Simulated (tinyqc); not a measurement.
Temperatures in a stack of 2 dies with leakage feedback: one step of the calculation.

One-dimensional heat flow to a sink below die 0. The power of each die is released in a plane at its top; from the plane of die j > 0 heat crosses its silicon (ts), a bond layer and the wiring of die j - 1; from die 0 it crosses t0, paste and sink. Copper shares the path through bond and wiring in parallel: k_eff = fm km + (1 - fm) k. Silicon is taken at the temperature of the plane above it. Leakage is P_l exp((T - 350 K)/Tl).

Task. Resistances per area at 300 K. R = thickness/conductivity for each layer.

Values chosen for this exercise; conductivities of the order met in silicon, wiring layers, bonds and pastes:
```
symbol,value,unit,meaning
k0,143,W/(m K),conductivity of silicon at 300 K
ts,30,um,thickness of a thinned die
t0,500,um,thickness of the die next to the sink
tb,6,um,thickness of the wiring layers
kb,2.7,W/(m K),conductivity of the wiring layers
tg,20,um,thickness of a bond layer
kg,1.1,W/(m K),conductivity of the bond dielectric
fm,0.01,,area share of copper through bond and wiring
km,390,W/(m K),conductivity of copper
Rt,0.19,K cm^2/W,paste and lid
Rs,0.3,K cm^2/W,heat sink
```

Find: thick die; thinned die; k_eff of the bond; k_eff of the wiring; bond plus wiring; paste plus sink.

Result.

thick die = 0.03497 K cm^2/W
thinned die = 0.002098 K cm^2/W
k_eff of the bond = 4.989 W/(m K)
k_eff of the wiring = 6.573 W/(m K)
bond plus wiring = 0.04922 K cm^2/W
paste plus sink = 0.4900 K cm^2/W

Numbers from tinyqc (`OMP_NUM_THREADS=1 python tinyqc.py 2162018 2162019 out.jsonl`; about 0.03 s on one thread of a shared Intel Xeon 2.30GHz).
